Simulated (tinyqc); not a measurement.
Line constants from open and short measurements.

Question. A uniform line of length len, under a quarter wavelength, has Z_open = Zc coth(gamma len) and Z_short = Zc tanh(gamma len); gamma Zc = r + i w l and gamma/Zc = g + i w c, w = 2 pi f. Find r, l and c.

Values chosen for this exercise: length len = 2.1 mm; frequency f = 4.9 GHz.

Zin with the far end open = 5.83972-175.72750i ohm
Zin with the far end shorted = 19.172900+31.372640i ohm

Solution. The product of the two impedances is Zc^2 and their ratio tanh^2(gamma len); the principal branch holds below a quarter wavelength.

r = 8.16 ohm/mm
l = 0.468 nH/mm
c = 83.2 pF/m

Program tinyqc, `OMP_NUM_THREADS=1 python tinyqc.py 2810163 2810164 out.jsonl`; Intel Xeon 2.30GHz, shared host, one thread, about 0.01 s.
